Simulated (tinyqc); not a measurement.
# One-dimensional ballistic tunnel FET, two-band WKB: two studies

A p-type source for x < 0 with its Fermi level at 0 and its valence edge at ds; in the channel the bands fall as D exp(-x/lam) towards their flat values, with the conduction edge at Ec = ds - dP and D = dP + Eg. The gate moves dP one to one. The drain Fermi level lies at -Vd and the drain side reflects nothing. For w = E - Ec between 0 and dP an electron crosses the gap. Two-band dispersion with equal masses m: inside the gap kappa = sqrt(m u (1 - u/Eg)/C), u the distance from a band edge, C = hbar^2/(2 m0).

Parameters, values chosen for the exercise; band and dielectric values close to those of In0.53Ga0.47As:
- T = 300 K (temperature)
- Eg = 0.747 eV (band gap)
- m = 0.046 m0 (band-edge mass of the two-band model)
- lam = 3 nm (screening length of the source junction)
- ds = 0.14 eV (source valence edge above the source Fermi level)
- Vd = 0.5 V (drain bias)
- g = 1 (number of degenerate subbands (spin apart))
- dP = 0.49 eV (tunnelling window Ev(source) - Ec(channel))

Constants: q = 1.602176634e-19 C, kB = 1.380649e-23 J/K, hbar = 1.054571817e-34 J s, h = 6.62607015e-34 J s, m0 = 9.1093837015e-31 kg, Vt = kB T/q, hbar^2/(2 m0) = 0.0380998212 eV nm^2. Results are converted to the units shown.

Each table varies one quantity; the others keep the values above.

## Effect of the band gap with the mass tied to it

The mass follows the gap, m = 0.046 Eg/0.747 eV. S(w) = 2 lam int_0^Eg kappa(u) du/(w + Eg - u) = 2 pi lam sqrt(m/(C Eg)) [w + Eg/2 - sqrt(w (w + Eg))], T(w) = exp(-S). I = g (2 q^2/h) int_0^dP T(w) [f(E) - f(E + Vd)] dw, E = ds - dP + w, f(x) = 1/(1 + exp(x/Vt)). Swing = d(dP)/d(log10 I).

Effect of the band gap with the mass tied to it:
```
Eg (eV)  T(w = dP)   I (uA)  swing (mV/decade)
0.2         0.8150    16.00              625.0
0.37        0.5383    7.512              494.8
0.54        0.3048    3.098              407.1
0.71        0.1536    1.170              345.9
0.89       0.06718   0.3879              299.2
1.06       0.02847   0.1295              266.0
1.23       0.01133  0.04136              240.1
1.4       0.004272  0.01272              219.4
```

What does the comparison show?

T(w = dP) falls from 0.815 to 0.00427 and I falls from 16.0 to 0.0127 uA; the swing falls from 625 to 219 mV/decade. With m/Eg fixed, S depends on the gap only through w + Eg/2 - sqrt(w (w + Eg)). For Eg = 0.2, 0.37, 0.54, 0.71 S at w = dP is below 2, where a WKB prefactor of 1 is a rough guess.

## Effect of the screening length

Same model as above.

Results:
```
lam (nm)  T(w = dP)   I (uA)  swing (mV/decade)
1            0.5073    8.002              547.4
1.7          0.3155    3.655              446.7
2.4          0.1962    1.735              378.3
3.1          0.1220   0.8474              328.8
3.9         0.07089   0.3832              286.9
4.6         0.04408   0.1947              258.5
6           0.01705  0.05216              216.8
```

Estimate the missing row, lam = 5.3 nm.

Computed row:
```
lam (nm)  T(w = dP)  I (uA)  swing (mV/decade)
5.3         0.02741  0.1002              235.7
```

With this row back in the table: I falls from 8.00 to 0.0522 uA, on average 0.437 decades a nanometre; S is proportional to lam, and at w = dP it gives 0.295. The swing falls from 547 to 217 mV/decade. In 3 of the 8 rows S at w = dP is below 2, where a WKB prefactor of 1 is a rough guess.

Program tinyqc, `OMP_NUM_THREADS=1 python tinyqc.py 2620026 2620027 out.jsonl`; Intel Xeon 2.30GHz, shared host, one thread, about 0.01 s.
